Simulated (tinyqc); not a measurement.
# From one set of inputs to another, one input at a time

Model: spin coating of a resist or spin-on film: centrifugal thinning, evaporation and the final thickness (Emslie and Meyerhofer models). Computed by tinyqc, a small Python program. Command: `OMP_NUM_THREADS=1 python tinyqc.py 3111495 3111496 out.jsonl spincoat ladder`. One thread of a shared host (Intel(R) Xeon(R) Processor @ 2.30GHz), about 0.3 s of CPU time with the checks.

A Newtonian film stays uniform over the wafer; solvent and solids have the same density and the concentration is uniform through the thickness.

The inputs printed are set A. Inputs not listed in the table keep their values of set A, so the rows need not describe a real material.

Inputs (values chosen for the exercise, of the order of those of a polymer resist in an ester solvent):
```
quantity                                 value          unit
solids volume fraction c0                 0.19             -
kinematic viscosity of the solvent nu_s    1.4        mm^2/s
viscosity constant k                       400        mm^2/s
viscosity exponent gamma                   2.8             -
spin speed f                              4000           rpm
evaporation rate at 1000 rpm e0          0.085  micrometre/s
starting thickness h0                      100    micrometre
wafer radius R                             150            mm
shrinkage in the bake                       11             %
```

Method:
- omega = 2 pi f/60; nu(c) = nu_s + k c^gamma; evaporation rate e = e0 sqrt(f/1000 rpm).
- Flow constant K = 2 omega^2/(3 nu(c0)); Reynolds number of the air omega R^2/nu_air with nu_air = 15 mm^2/s.
- Meyerhofer estimate: flow rules until (1 - c0) K h^3 = e, then evaporation alone: h_w = (e/((1 - c0) K))^(1/3), dry film c0 h_w.
- Full model for solids s and liquid l per area, h = s + l, c = s/h: ds/dt = -c Q, dl/dt = -(1 - c) Q - e, Q = 2 omega^2 h^3/(3 nu(c)); integrated adaptively (relative tolerance 1e-9) until l = 0.
- Dry film = s at l = 0, before the bake; film after the bake = s x (1 - shrinkage).

Each row keeps all changes above it:
```
input moved                                        from    to  time to dry (s)  dry film, estimate (nm)  wet thickness h_w (micrometre)
set A                                                 -     -           13.046                    400.6                          2.1085
viscosity constant k (mm^2/s)                       400   880           16.272                    494.3                          2.6016
spin speed f (rpm)                                 4000  1500           43.374                    807.2                          4.2484
solids volume fraction c0                          0.19  0.24           50.085                   1265.0                          5.2707
evaporation rate at 1000 rpm e0 (micrometre/s)    0.085  0.12           39.787                   1419.1                          5.9128
kinematic viscosity of the solvent nu_s (mm^2/s)    1.4   1.6           39.904                   1424.4                          5.9351
starting thickness h0 (micrometre)                  100   300           39.953                   1424.4                          5.9351
viscosity exponent gamma                            2.8   2.9           38.367                   1364.5                          5.6853
```

Time to dry goes from 13.0 to 38.4, a factor 2.94 in all. The largest single move comes from spin speed f (a factor 2.67), and evaporation rate at 1000 rpm e0 works against it (a factor 0.794). dry film, estimate goes from 401 to 1360, a factor 3.41 in all. The largest single move comes from spin speed f (a factor 1.63). wet thickness h_w goes from 2.11 to 5.69, a factor 2.70 in all. The largest single move comes from spin speed f (a factor 1.63). The single moves hold for this order of the switches; the total does not depend on the order.

Caution (rows set A, viscosity constant k): above a Reynolds number of about 3e5 the air flow near the rim turns turbulent, and evaporation is no longer uniform.

Extremes, crossings and ranges named in words are read from the listed rows.
